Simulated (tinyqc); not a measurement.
Inside a calculation. Method: Born-Oppenheimer dynamics on the PBE/sto-3g surface (energies and gradients from PySCF), for BeH2, spin multiplicity 1. Computed by tinyqc, a small Python program that keeps every step (integrals from PySCF). Settings: charge = 0, multiplicity = 1, basis = sto-3g, functional = pbe,pbe, time step (fs) = 2.0, steps = 24. Command: `OMP_NUM_THREADS=1 python tinyqc.py 20095 20096 out.jsonl` (the two numbers bound the seeds that draw the settings). One thread of a shared host (Intel(R) Xeon(R) Processor @ 2.60GHz), about 10 s of CPU time with the checks.

positions (bohr):
```
,x,y,z
1Be,0.0850,0.0094,0.0038
2H,-0.0643,2.5266,0.2438
3H,0.0359,-2.6211,0.2381
```

The total energy should stay constant up to terms of order dt^2; the step counts as short enough if it moves by less than 2 % of the largest kinetic energy.

Trajectory:
```
time (fs),1Be-2H (angstrom),potential (hartree),kinetic (hartree),total (hartree)
0.0000,1.3404,-15.648506,0.000089,-15.648417
2.0000,1.3329,-15.649624,0.001048,-15.648575
4.0000,1.3162,-15.651201,0.002334,-15.648867
6.0000,1.2984,-15.649737,0.001220,-15.648517
8.0000,1.2886,-15.649814,0.001326,-15.648489
10.0000,1.2959,-15.651779,0.002917,-15.648862
12.0000,1.3200,-15.650753,0.002115,-15.648638
14.0000,1.3457,-15.649358,0.000905,-15.648453
16.0000,1.3543,-15.650266,0.001644,-15.648623
18.0000,1.3370,-15.651056,0.002227,-15.648829
20.0000,1.3006,-15.649388,0.000873,-15.648515
22.0000,1.2698,-15.649181,0.000640,-15.648541
24.0000,1.2749,-15.650438,0.001699,-15.648739
26.0000,1.3165,-15.650254,0.001582,-15.648672
28.0000,1.3615,-15.649418,0.000911,-15.648507
30.0000,1.3767,-15.650122,0.001536,-15.648586
32.0000,1.3495,-15.651304,0.002556,-15.648748
34.0000,1.2943,-15.650837,0.002170,-15.648667
36.0000,1.2531,-15.649913,0.001418,-15.648495
38.0000,1.2681,-15.650716,0.002022,-15.648694
40.0000,1.3274,-15.650749,0.001998,-15.648751
42.0000,1.3803,-15.649097,0.000600,-15.648497
44.0000,1.3887,-15.649066,0.000562,-15.648504
46.0000,1.3453,-15.650604,0.001850,-15.648754
48.0000,1.2769,-15.650289,0.001556,-15.648734
```

Is the time step short enough?

No. The total energy moves within 4.5e-04 hartree; that is over 2 % of the largest kinetic energy, so the time step is too long.
